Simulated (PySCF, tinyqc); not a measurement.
Inside a calculation. Method: CID on RHF in the sto-3g basis, frozen core, for BeH+, spin multiplicity 1. The lowest restricted solution is unstable here: a spin-polarised one lies 0.0593 hartree lower (PySCF). Computed by tinyqc, a small Python program that keeps every step (integrals from PySCF). Settings: charge = 1, multiplicity = 1, basis = sto-3g, method = RHF, frozen orbitals = 1, energy threshold = 1e-10, iteration cap = 64, orthogonalisation = symmetric, start = core, DIIS depth = 6, ci = CID, davidson = 1. Command: `OMP_NUM_THREADS=1 python tinyqc.py 25713 25714 out.jsonl` (the two numbers bound the seeds that draw the settings). One thread of a shared host (Intel(R) Xeon(R) Processor @ 2.60GHz), about 0.1 s of CPU time with the checks. The early iterations of the SCF are left out here.

## One-electron integrals

Geometry (angstrom):
```
atom         x         y         z
Be    0.000000  0.000000  0.000000
H     0.000000  0.000000  2.375000
```

Basis sto-3g: exponents (1/bohr^2) and contraction coefficients of normalised primitives:
```
element  l (shell)   exponent  coefficient
Be           s (1)  30.167871     0.154329
Be           s (1)   5.495115     0.535328
Be           s (1)   1.487193     0.444635
Be           s (2)   1.314833    -0.099967
Be           s (2)   0.305539     0.399513
Be           s (2)   0.099371     0.700115
Be           p (3)   1.314833     0.155916
Be           p (3)   0.305539     0.607684
Be           p (3)   0.099371     0.391957
H            s (1)   3.425251     0.154329
H            s (1)   0.623914     0.535328
H            s (1)   0.168855     0.444635
```

Overlap, kinetic and nuclear-attraction integrals over the contracted functions; the nuclear repulsion is the sum of Za Zb / Rab.

nuclear repulsion = 0.89124583 hartree

overlap S, lower triangle:
```
           1Be 1s    1Be 2s   1Be 2px   1Be 2py   1Be 2pz     2H 1s
1Be 1s   1.000000
1Be 2s   0.259517  1.000000
1Be 2px  0.000000  0.000000  1.000000
1Be 2py  0.000000  0.000000  0.000000  1.000000
1Be 2pz  0.000000  0.000000  0.000000  0.000000  1.000000
2H 1s    0.006296  0.145562  0.000000  0.000000  0.208695  1.000000
```

kinetic energy T (hartree), lower triangle:
```
            1Be 1s     1Be 2s   1Be 2px   1Be 2py   1Be 2pz     2H 1s
1Be 1s    6.693975
1Be 2s   -0.033012   0.211111
1Be 2px   0.000000   0.000000  0.660592
1Be 2py   0.000000   0.000000  0.000000  0.660592
1Be 2pz   0.000000   0.000000  0.000000  0.000000  0.660592
2H 1s    -0.003392  -0.005038  0.000000  0.000000  0.011471  0.760032
```

nuclear attraction V (hartree), lower triangle:
```
             1Be 1s     1Be 2s    1Be 2px    1Be 2py    1Be 2pz      2H 1s
1Be 1s   -14.783904
1Be 2s    -1.957069  -2.535565
1Be 2px    0.000000   0.000000  -2.505018
1Be 2py    0.000000   0.000000   0.000000  -2.505018
1Be 2pz   -0.005730  -0.061259   0.000000   0.000000  -2.540676
2H 1s     -0.045859  -0.283062   0.000000   0.000000  -0.395971  -2.117820
```

core Hamiltonian H = T + V (hartree), lower triangle:
```
            1Be 1s     1Be 2s    1Be 2px    1Be 2py    1Be 2pz      2H 1s
1Be 1s   -8.089929
1Be 2s   -1.990081  -2.324454
1Be 2px   0.000000   0.000000  -1.844426
1Be 2py   0.000000   0.000000   0.000000  -1.844426
1Be 2pz  -0.005730  -0.061259   0.000000   0.000000  -1.880084
2H 1s    -0.049251  -0.288100   0.000000   0.000000  -0.384500  -1.357788
```

## Two-electron integrals

Functions are numbered as in S; the eight-fold symmetry (ij|kl) = (ji|kl) = (kl|ij) leaves the list below.

Two-electron integrals (ij|kl) in chemists' order, unique and non-zero (hartree):
```
(11|11) 2.298831   (21|11) 0.392036   (21|21) 0.079539   (22|11) 0.570988
(22|21) 0.143041   (22|22) 0.417683   (31|31) 0.014607   (32|31) 0.021888
(32|32) 0.092265   (33|11) 0.569578   (33|21) 0.143083   (33|22) 0.417589
(33|33) 0.449859   (41|41) 0.014607   (42|41) 0.021888   (42|42) 0.092265
(43|43) 0.024249   (44|11) 0.569578   (44|21) 0.143083   (44|22) 0.417589
(44|33) 0.401360   (44|44) 0.449859   (51|51) 0.014607   (52|51) 0.021888
(52|52) 0.092265   (53|53) 0.024249   (54|54) 0.024249   (55|11) 0.569578
(55|21) 0.143083   (55|22) 0.417589   (55|33) 0.401360   (55|44) 0.401360
(55|55) 0.449859   (61|11) 0.009164   (61|21) 0.001872   (61|22) 0.003442
(61|33) 0.003414   (61|44) 0.003414   (61|51) 0.000203   (61|52) 0.000384
(61|55) 0.003498   (61|61) 0.000047   (62|11) 0.048836   (62|21) 0.012554
(62|22) 0.043779   (62|33) 0.041909   (62|44) 0.041909   (62|51) 0.001546
(62|52) 0.011861   (62|55) 0.047466   (62|61) 0.000337   (62|62) 0.009830
(63|31) 0.000723   (63|32) 0.004151   (63|53) 0.001693   (63|63) 0.000550
(64|41) 0.000723   (64|42) 0.004151   (64|54) 0.001693   (64|64) 0.000550
(65|11) 0.064757   (65|21) 0.016740   (65|22) 0.060009   (65|33) 0.056856
(65|44) 0.056856   (65|51) 0.002361   (65|52) 0.018044   (65|55) 0.066239
(65|61) 0.000456   (65|62) 0.014662   (65|65) 0.022034   (66|11) 0.222797
(66|21) 0.057816   (66|22) 0.221269   (66|33) 0.210142   (66|44) 0.210142
(66|51) 0.005721   (66|52) 0.059584   (66|55) 0.243178   (66|61) 0.001528
(66|62) 0.072352   (66|65) 0.111908   (66|66) 0.774606
```

## Orthogonalisation

S = U s U^T; symmetric (Loewdin) form X = U s^(-1/2) U^T, so that X^T S X = 1.

eigenvalues of S: 0.680882  0.828755  1.000000  1.000000  1.164953  1.325409

X, lower triangle:
```
            1Be 1s     1Be 2s   1Be 2px   1Be 2py    1Be 2pz     2H 1s
1Be 1s    1.026875
1Be 2s   -0.137135   1.035643
1Be 2px   0.000000   0.000000  1.000000
1Be 2py   0.000000   0.000000  0.000000  1.000000
1Be 2pz  -0.002201   0.012476  0.000000  0.000000   1.017159
2H 1s     0.012230  -0.078662  0.000000  0.000000  -0.108856  1.025794
```

## Iteration 8 (converged): orbitals

converged F (hartree), lower triangle:
```
            1Be 1s     1Be 2s    1Be 2px    1Be 2py    1Be 2pz      2H 1s
1Be 1s   -4.937942
1Be 2s   -1.386712  -0.822982
1Be 2px   0.000000   0.000000  -0.096136
1Be 2py   0.000000   0.000000   0.000000  -0.096136
1Be 2pz   0.012404  -0.059064   0.000000   0.000000  -0.143361
2H 1s    -0.033097  -0.219381   0.000000   0.000000  -0.186633  -0.349864
```

Diagonalise F' = X^T F X, C = X C', fill 2 alpha and 2 beta electrons from the bottom; D = 2 C_occ C_occ^T. Each column has its largest component positive (the first on a tie).

F' = X^T F X (hartree), lower triangle:
```
           1          2          3          4          5          6
1  -4.832072
2  -0.690303  -0.550026
3   0.000000   0.000000  -0.096136
4   0.000000   0.000000   0.000000  -0.096136
5   0.014392  -0.035730   0.000000   0.000000  -0.112190
6   0.033618  -0.155584   0.000000   0.000000  -0.141118  -0.297798
```

orbital energies (hartree): MO1 -4.940638, MO2 -0.570994, MO3 -0.249673, MO4 -0.096136, MO5 -0.096136, MO6 -0.030781

coefficients C:
```
               MO1        MO2        MO3        MO4       MO5        MO6
1Be 1s    0.993115  -0.221692  -0.189850   0.000000  0.000000  -0.044312
1Be 2s    0.025425   0.771576   0.684776   0.000000  0.000000   0.181140
1Be 2px   0.000000   0.000000   0.000000   0.927726  0.373262   0.000000
1Be 2py   0.000000   0.000000   0.000000  -0.373262  0.927726   0.000000
1Be 2pz  -0.001905   0.192622  -0.409345   0.000000  0.000000   0.917579
2H 1s    -0.001986   0.504658  -0.641642   0.000000  0.000000  -0.635651
```

D after iteration 8, lower triangle:
```
            1Be 1s    1Be 2s   1Be 2px   1Be 2py   1Be 2pz     2H 1s
1Be 1s    2.070851
1Be 2s   -0.291605  1.191951
1Be 2px   0.000000  0.000000  0.000000
1Be 2py   0.000000  0.000000  0.000000  0.000000
1Be 2pz  -0.089189  0.297147  0.000000  0.000000  0.074213
2H 1s    -0.227703  0.778662  0.000000  0.000000  0.194423  0.509367
```

Within a degenerate level the vectors are fixed only up to a rotation; this is one choice.

## Convergence

Stop when the energy changes by less than 1e-10 hartree and every element of the error matrix X^T (F D S - S D F) X is below 3e-06.

Course of the cycle:
```
iteration   E (hartree)     change  largest element of the error matrix
1          -14.31409958          -                             1.70e-01
2          -14.51981265  -2.06e-01                             2.90e-02
3          -14.52245791  -2.65e-03                             1.32e-02
4          -14.52302662  -5.69e-04                             2.04e-03
5          -14.52304207  -1.54e-05                             2.44e-04
6          -14.52304217  -1.08e-07                             8.26e-06
7          -14.52304217  -2.84e-10                             1.62e-06
8          -14.52304217  -8.57e-12                             1.03e-07
```

PySCF RHF in the same basis = -14.52304217 hartree

Converged in 8 iterations.

## Integrals over molecular orbitals

(pq|rs) = sum C_ip C_jq C_kr C_ls (ij|kl), one index at a time.

one-electron integrals over orbitals h = C^T H C (hartree), lower triangle:
```
           1          2          3          4          5          6
1  -8.080687
2   0.195115  -1.821969
3   0.176578  -0.208405  -1.665520
4   0.000000   0.000000   0.000000  -1.844426
5   0.000000   0.000000   0.000000   0.000000  -1.844426
6   0.020571  -0.219265   0.169644   0.000000   0.000000  -1.699565
```

Two-electron integrals over orbitals (pq|rs), unique and non-zero (hartree); the lowest 1 orbital is frozen and left out:
```
(22|22) 0.387020    (32|22) -0.043286   (32|32) 0.118325    (33|22) 0.348782
(33|32) -0.027504   (33|33) 0.383310    (42|42) 0.052597    (43|42) 0.039598
(43|43) 0.039808    (44|22) 0.338985    (44|32) 0.077356    (44|33) 0.326781
(44|44) 0.449859    (52|52) 0.052597    (53|52) 0.039598    (53|53) 0.039808
(54|54) 0.024249    (55|22) 0.338985    (55|32) 0.077356    (55|33) 0.326781
(55|44) 0.401360    (55|55) 0.449859    (62|22) 0.015036    (62|32) 0.056564
(62|33) -0.041439   (62|44) 0.059897    (62|55) 0.059897    (62|62) 0.088930
(63|22) 0.047649    (63|32) -0.110377   (63|33) 0.015171    (63|44) -0.059002
(63|55) -0.059002   (63|62) -0.041843   (63|63) 0.120251    (64|42) 0.014527
(64|43) -0.001471   (64|64) 0.020454    (65|52) 0.014527    (65|53) -0.001471
(65|65) 0.020454    (66|22) 0.385773    (66|32) -0.018581   (66|33) 0.369853
(66|44) 0.359575    (66|55) 0.359575    (66|62) 0.017602    (66|63) 0.012761
(66|66) 0.413570
```

## CID: determinants and Hamiltonian

one-electron integrals dressed by the frozen orbital, h + 2 (pq|11) - (p1|1q) (hartree), lower triangle:
```
           2          3          4          5          6
2  -0.958014
3   0.043286  -0.828913
4   0.000000   0.000000  -0.721508
5   0.000000   0.000000   0.000000  -0.721508
6  -0.015036  -0.038733   0.000000   0.000000  -0.713396
```

energy of the frozen orbital, 2 h_11 + (11|11) = -13.88528043 hartree

Hartree-Fock energy = -14.52304217 hartree

Slater-Condon rules over spin orbitals, with the nuclear repulsion and the energy of the frozen orbital added and E(HF) subtracted on the diagonal. Only determinants linked to the reference directly or through others are kept (one block of an abelian symmetry group), so some states are absent.

Occupation strings over the orbitals (2 doubly, a alpha, b beta, 0 empty; spin orbitals ordered 1a 1b 2a 2b ...): 220000 202000 20a00b 200200 200020 20b00a 200002

H - E(HF) between determinants (hartree), lower triangle:
```
           220000     202000     20a00b    200200    200020    20b00a    200002
220000   0.000000
202000   0.118325   0.254490
20a00b   0.056564  -0.023562   0.356551
200200   0.052597   0.039808  -0.001471  0.535851
200020   0.052597   0.039808  -0.001471  0.024249  0.535851
20b00a  -0.056564   0.023562  -0.120251  0.001471  0.001471  0.356551
200002   0.088930   0.120251  -0.025972  0.020454  0.020454  0.025972  0.515785
```

## CID: roots

Diagonalise (each vector has its largest component positive (the first on a tie)); all determinants have Ms = 0, so triplets appear too. The lowest singlet root is the correlation energy.

lowest roots of this matrix, relative to E(HF) (hartree): -0.068033  0.220261  0.236300  0.476315  0.511602  0.531033  0.647602

lowest vectors:
```
           root 1     root 2    root 3     root 4
220000   0.928964   0.236972  0.000000   0.182817
202000  -0.312648   0.865489  0.000000   0.083889
20a00b  -0.114240  -0.015620  0.707107   0.605609
200200  -0.055794  -0.113484  0.000000  -0.220858
200020  -0.055794  -0.113484  0.000000  -0.220858
20b00a   0.114240   0.015620  0.707107  -0.605609
200002  -0.083362  -0.410521  0.000000   0.358413
```

<S^2> of these roots: 0.000000  0.000000  2.000000  0.000000  0.000000  0.000000  0.000000

weight of the ground state by excitation level 0, 1, 2, ...: 0.862974  0.000000  0.137026

The reference has a weight of only 0.86: one determinant is a poor start here.

## The lowest root by the Davidson method

Start from the reference; add the residual divided by (theta - H_ii), orthogonalised, at each step.

Davidson iterations:
```
iteration  subspace  lowest Ritz value (hartree)  residual norm
1                 1                            0       1.84e-01
2                 2                  -0.06737648       1.88e-02
3                 3                  -0.06797721       4.58e-03
4                 4                  -0.06803332       1.01e-04
5                 5                  -0.06803334       8.71e-17
```
